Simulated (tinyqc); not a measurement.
Inside a calculation. Method: Born-Oppenheimer dynamics on the B3LYP (VWN-RPA form)/6-31g surface (energies and gradients from PySCF), for H4, spin multiplicity 1. Computed by tinyqc, a small Python program that keeps every step (integrals from PySCF). Settings: charge = 0, multiplicity = 1, basis = 6-31g, functional = b3lyp, time step (fs) = 0.5, steps = 16. Command: `OMP_NUM_THREADS=1 python tinyqc.py 23694 23695 out.jsonl` (the two numbers bound the seeds that draw the settings). One thread of a shared host (Intel(R) Xeon(R) Processor @ 2.60GHz), about 7 s of CPU time with the checks.

## Velocity Verlet step 1

positions (bohr):
```
           x          y          z
1H  0.018897  -0.043464   0.024566
2H  0.062361   0.054802   1.602488
3H  0.041574   2.048463  -0.068030
4H  0.041574   1.974764   1.683746
```

velocities (bohr per atomic time unit):
```
               x             y             z
1H  -0.000114250  -0.000090000   0.000043000
2H   0.000110750   0.000430000  -0.000016000
3H   0.000002750   0.000025000  -0.000446000
4H   0.000000750  -0.000365000   0.000419000
```

gradient (hartree/bohr):
```
              x            y            z
1H  -0.00126842   0.14224590  -0.07348617
2H   0.00135104   0.15111812   0.07324106
3H  -0.00068184  -0.14242327  -0.08803840
4H   0.00059887  -0.15094022   0.08828365
```

masses (electron masses): 1H 1837.152588, 2H 1837.152588, 3H 1837.152588, 4H 1837.152588

gradient after step 1 (hartree/bohr):
```
              x            y            z
1H  -0.00136384   0.13670071  -0.07002644
2H   0.00144412   0.14611828   0.06975159
3H  -0.00068914  -0.13678544  -0.08752021
4H   0.00060837  -0.14603318   0.08779521
```

dt = 0.5 fs = 20.6707 atomic units; x' = x + v dt - g dt^2 / (2m); after the new gradient g', v' = v - (g + g') dt / (2m).

positions after step 1 (bohr):
```
           x          y          z
1H  0.016683  -0.061866   0.034001
2H  0.064493   0.046117   1.593640
3H  0.041710   2.065542  -0.067011
4H  0.041520   1.984772   1.682141
```

velocities after step 1 (bohr per atomic time unit):
```
               x             y             z
1H  -0.000099442  -0.001659281   0.000850365
2H   0.000095025  -0.001242175  -0.000820439
3H   0.000010463   0.001595756   0.000541647
4H  -0.000006042   0.001305695  -0.000571574
```

## Velocity Verlet step 2

gradient after step 2 (hartree/bohr):
```
              x            y            z
1H  -0.00130229   0.12029152  -0.05779772
2H   0.00137741   0.12913154   0.05748258
3H  -0.00055959  -0.11989674  -0.08326647
4H   0.00048386  -0.12952536   0.08358174
```

As before.

positions after step 2 (bohr):
```
           x          y          z
1H  0.014786  -0.112061   0.059722
2H  0.066289   0.003449   1.568570
3H  0.042007   2.114434  -0.045638
4H  0.041324   2.028743   1.660116
```

velocities after step 2 (bohr per atomic time unit):
```
               x             y             z
1H  -0.000084443  -0.003105053   0.001569470
2H   0.000079152  -0.002790659  -0.001536226
3H   0.000017488   0.003039783   0.001502449
4H  -0.000012186   0.002855916  -0.001535696
```

## Energy conservation

The total energy should stay constant up to terms of order dt^2; the step counts as short enough if it moves by less than 2 % of the largest kinetic energy.

Trajectory:
```
time (fs)  1H-2H (angstrom)  potential (hartree)  kinetic (hartree)  total (hartree)
0.000000           0.836934          -2.12095427         0.00066942      -2.12028484
0.500000           0.827688          -2.13021591         0.00972118      -2.12049474
1.000000           0.801248          -2.16180127         0.04067314      -2.12112813
1.500000           0.760632          -2.20577201         0.08383123      -2.12194078
2.000000           0.711734          -2.24919047         0.12647785      -2.12271263
2.500000           0.664130          -2.28002878         0.15689057      -2.12313821
3.000000           0.630638          -2.29247857         0.16974825      -2.12273032
3.500000           0.623201          -2.29394807         0.17251739      -2.12143068
4.000000           0.645510          -2.30324257         0.18223455      -2.12100802
4.500000           0.690303          -2.32521525         0.20296181      -2.12225344
5.000000           0.745190          -2.34221745         0.21952985      -2.12268760
5.500000           0.799050          -2.34487448         0.22266528      -2.12220920
6.000000           0.844216          -2.33778074         0.21609477      -2.12168596
6.500000           0.876077          -2.32800216         0.20663185      -2.12137031
7.000000           0.892159          -2.32024031         0.19901846      -2.12122185
7.500000           0.891435          -2.31681616         0.19563987      -2.12117629
8.000000           0.874002          -2.31844663         0.19724197      -2.12120466
```

The total energy moves within 2.9e-03 hartree, under 2 % of the largest kinetic energy.
